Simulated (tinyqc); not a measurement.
# Tunnelling through a gate dielectric, WKB transmission and Tsu-Esaki current: effect of temperature

Electrons leave the emitter at x = 0. Energies E (motion across the layers) are in eV from the emitter Fermi level; the collector Fermi level lies at -V and offers states at every E. No charge in the dielectric and no image force: F1 = V/t1, U = phi1 - F1 x. With C = hbar^2/(2 m0), kappa = sqrt(m (U - E)/C) where U > E and 0 elsewhere; T(E) = exp(-S), S = 2 times the integral of kappa over x.

Each layer adds (2/F) sqrt(m/C) [G(u at its left edge) - G(u at its right edge)] to S, with u = U - E (0 where negative) and G(u) = (2/3) u^1.5. J = J0 times the integral of T(E) N(E) dE, N = ln[(1 + exp(-E/Vt))/(1 + exp((-E - V)/Vt))], J0 = q^2 me m0 kB T/(2 pi^2 hbar^3) (times 1e-4 for A/cm^2 per eV), from E = -Ef to far above the barrier (T = 1 there), by quadrature converged to the digits shown.

Values chosen for this exercise; dielectric values close to those of silicon dioxide:

| symbol | value | unit | meaning |
|---|---|---|---|
| Ef | 0.39 | eV | Fermi energy of the emitter above its band bottom |
| me | 0.64 | m0 | emitter mass in the supply function |
| phi1 | 3.02 | eV | barrier of layer 1 above the emitter Fermi level at zero bias |
| m1 | 0.49 | m0 | tunnelling mass of layer 1 |
| t1 | 2.5 | nm | thickness of layer 1 |
| V | 1.5 | V | voltage across the dielectric |

Constants: q = 1.602176634e-19 C, kB = 1.380649e-23 J/K, hbar = 1.054571817e-34 J s, m0 = 9.1093837015e-31 kg, Vt = kB T/q, hbar^2/(2 m0) = 0.0380998212 eV nm^2. Results are converted to the units shown.

Effect of temperature:
```
T (K)	J (A/cm^2)	mean E of the current (eV)
50	4.210e-4	-0.2057
100	4.230e-4	-0.2047
200	4.311e-4	-0.2008
300	4.450e-4	-0.1941
400	4.652e-4	-0.1845
500	4.926e-4	-0.1717
600	5.286e-4	-0.1552
750	6.035e-4	-0.1217
```

Between 50 and 300 K the current changes by a factor of 1.06, and between 300 and 750 K by 1.36; the mean energy of the current rises from -0.206 to -0.122 eV. The transmission grows by a factor e over d = 0.166 eV near E = 0, equal to kB T/q at 1920 K: far below that temperature the thermal tail adds little.

Computed by the program tinyqc: `OMP_NUM_THREADS=1 python tinyqc.py 2540131 2540132 out.jsonl`, one thread of a shared Intel Xeon 2.30GHz, about 0.04 s for the whole run.
